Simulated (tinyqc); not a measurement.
Reflectance at normal incidence against thickness.

Normal incidence on air, film (n1) and substrate (N2 = n2 - i k2): r01 = (1 - n1)/(1 + n1), r12 = (n1 - N2)/(n1 + N2), amplitude (r01 + r12 X)/(1 + r01 r12 X), X = exp(-4 pi i n1 d/lam), R its squared modulus, phase from 0 to 360 degrees.

Inputs (values chosen for the exercise): wavelength lam = 632.8 nm; index of the transparent film n1 = 1.303; index of the substrate n2 = 3.882; extinction coefficient of the substrate k2 = 0.019.

Reflectance at normal incidence against thickness:
```
d (nm)  R (%)  phase of the reflected amplitude (degrees)
0       34.85                                       179.8
30      32.60                                       146.7
60      26.50                                       109.3
90      19.08                                       62.38
120     15.33                                       2.689
150     18.54                                       302.2
180     25.87                                       254.2
210     32.22                                       216.2
240     34.83                                       182.9
```

Read the table: what changes, and by how much?

R goes from 34.9 through a minimum of 15.3 (at d = 120 nm among the rows listed) to 34.8 %. At a quarter wave, d = 121 nm, R = 15.3 %; for a transparent substrate it would vanish for n1 = sqrt(n2) = 1.97.

Program tinyqc, `OMP_NUM_THREADS=1 python tinyqc.py 2870219 2870220 out.jsonl`; Intel Xeon 2.30GHz, shared host, one thread, about 0.01 s.
